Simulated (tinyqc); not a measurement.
From lone donors to an impurity band: impurity band of shallow donors (Hubbard estimate).

Constants: e^2/(4 pi eps0) = 14.39964547 eV angstrom.

Parameters, chosen for this exercise (out of a larger set: near those of two donors in Si; not measured data): a = 18.3 angstrom (orbital radius); eps = 11.7 (dielectric constant); Ns = (0.031, 0.079, 0.19, 0.47, 1.1, 2.4, 4.7) x 1e18/cm^3 (donor densities).

Donors on a simple cubic lattice of spacing R = N^(-1/3) (1/angstrom^3 = 1e24/cm^3), Ha* = q/(eps a), q = e^2/(4 pi eps0), x = R/a. Hopping t = Ha* (1 + x) exp(-x), band width B = 12 t, on-site repulsion U = (5/8) Ha*; the gap closes near B/U = 1.15. Valley factors and disorder are left out.

Results:
```
N (1e18/cm^3)  R (angstrom)  N^(1/3) a   t (meV)   B (meV)       B/U
0.031                 318.3      0.057  3.45e-05  0.000414  9.85e-06
0.079                 233.1      0.079   0.00272    0.0327  0.000777
0.19                  173.9      0.105    0.0526     0.631    0.0150
0.47                  128.6      0.142     0.479      5.74     0.137
1.1                    96.9      0.189      2.13      25.5     0.607
2.4                    74.7      0.245      5.77      69.2      1.65
4.7                    59.7      0.307      11.0       132      3.13
```

B/U passes 1.15 between 1.1 and 2.4 x 1e18/cm^3; the root is x = 4.52, N^(1/3) a = 0.221, N = 1.8 x 1e18/cm^3, below the 2.9 that the empirical rule N^(1/3) a = 0.26 gives; the estimate is rough, since random positions, the overlap of the orbitals and screening are left out. While N grows by 152 times, t grows by 3.18e+05 times.

Run: tinyqc, `OMP_NUM_THREADS=1 python tinyqc.py 1251078 1251079 out.jsonl`; Intel(R) Xeon(R) Processor @ 2.30GHz, one thread, shared host; about 0.01 s of CPU time with all checks.
